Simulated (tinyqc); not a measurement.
Comparisons within one model: free-carrier optics of a doped semiconductor (Drude model). A value that a table varies takes the place of the one given here.

eps(E) = ei [1 - Ep^2/(E^2 + i E Gam)], with Ep^2 = 8 pi c (e^2/(4 pi eps0)) N/(m ei), c = hbar^2/2m0, N in 1/angstrom^3 (1e-24 per 1/cm^3); Gam = hbar/tau, tau = mu m m0/e with m0/e = 5.685630e-12 kg/C and mu in m^2/(V s). Energies in meV.

n + i k = sqrt(eps1 + i eps2) with k >= 0; R = ((n - 1)^2 + k^2)/((n + 1)^2 + k^2) at normal incidence from vacuum; alpha = 2 E k/(hbar c), times 1e8 for 1/cm; loss function Im(-1/eps) = eps2/(eps1^2 + eps2^2).

Constants: hbar^2/2m0 = 3.80998211 eV angstrom^2; e^2/(4 pi eps0) = 14.39964547 eV angstrom; hbar = 6.58211957e-16 eV s; hbar c = 1973.269805 eV angstrom.

Values chosen for the exercise (mass and dielectric values near those of Ge; N and mu are free inputs; interband absorption and the rise of the mass with filling are left out; the results hold for these values, not for the real material): N = 3.2e+17 1/cm^3 (carrier density); m = 0.128 m0 (conductivity mass); mu = 5200 cm^2/(V s) (mobility); ei = 16.03 (high-frequency dielectric constant); E = 7.5 meV (photon energy).

## Reflectance across the plasma edge

Spectrum:

| E (meV) | eps1 | eps2 | R | alpha (1/cm) |
|---|---|---|---|---|
| 1.5 | -637.43 | 757.71 | 0.948 | 4.34e+03 |
| 4.4 | -137.96 | 60.87 | 0.935 | 5.36e+03 |
| 7.3 | -45.18 | 14.58 | 0.915 | 5.04e+03 |
| 10.3 | -15.56 | 5.33 | 0.858 | 4.18e+03 |
| 12.5 | -5.61 | 3.01 | 0.714 | 3.10e+03 |
| 14.7 | 0.30 | 1.86 | 0.160 | 1.33e+03 |
| 16.1 | 2.88 | 1.42 | 0.094 | 663 |
| 18.3 | 5.83 | 0.97 | 0.176 | 371 |
| 22.0 | 8.95 | 0.56 | 0.250 | 208 |
| 29.3 | 12.03 | 0.24 | 0.305 | 102 |
| 44.0 | 14.25 | 0.07 | 0.338 | 41.5 |
| 73.3 | 15.39 | 0.02 | 0.353 | 14.4 |

Ep = 14.7 meV and Gam = 1.7 meV. R is 0.948 at the lowest energy and lowest, 0.094, at 16.1 meV of those listed; without damping it would vanish at Ep sqrt(ei/(ei - 1)) = 15.1 meV. At the highest energy R is 0.353, against 0.360 for ei alone. Between the last two rows alpha goes as E^-2.07, where the Drude limit far above Ep and Gam is E^-2.

## What moves the optical constants

At the energy E. Each row changes one parameter from the base and keeps the others.

Results:

| case | Ep (meV) | Gam (meV) | R | alpha (1/cm) |
|---|---|---|---|---|
| base | 14.66 | 1.74 | 0.9132 | 4.99e+03 |
| N = 4.8e+17 1/cm^3 | 17.96 | 1.74 | 0.9387 | 6.48e+03 |
| m = 0.1536 m0 | 13.39 | 1.45 | 0.9120 | 4.42e+03 |
| mu = 3120 cm^2/(V s) | 14.66 | 2.90 | 0.8608 | 4.80e+03 |
| ei = 16.83 | 14.31 | 1.74 | 0.9110 | 4.95e+03 |
| E = 9 meV | 14.66 | 1.74 | 0.8912 | 4.62e+03 |

The largest shifts from the base row, up to three for each result and ties (the steps differ in size, so this ranks the rows, not the parameters). Ep (meV): N +3.30, m -1.28, ei -0.35; unchanged at the printed digits by mu and E. Gam (meV): mu +1.16, m -0.29; unchanged at the printed digits by N, ei and E. R: mu -0.0523, N +0.0255, E -0.0220. alpha (1/cm): N +1.48e+03, m -571, E -379.

Computed by tinyqc, a small Python program: `OMP_NUM_THREADS=1 python tinyqc.py 1651303 1651304 out.jsonl` (the numbers bound the seed that draws the inputs); one thread of a shared host (Intel(R) Xeon(R) Processor @ 2.30GHz), about 0.01 s for the whole set of steps.
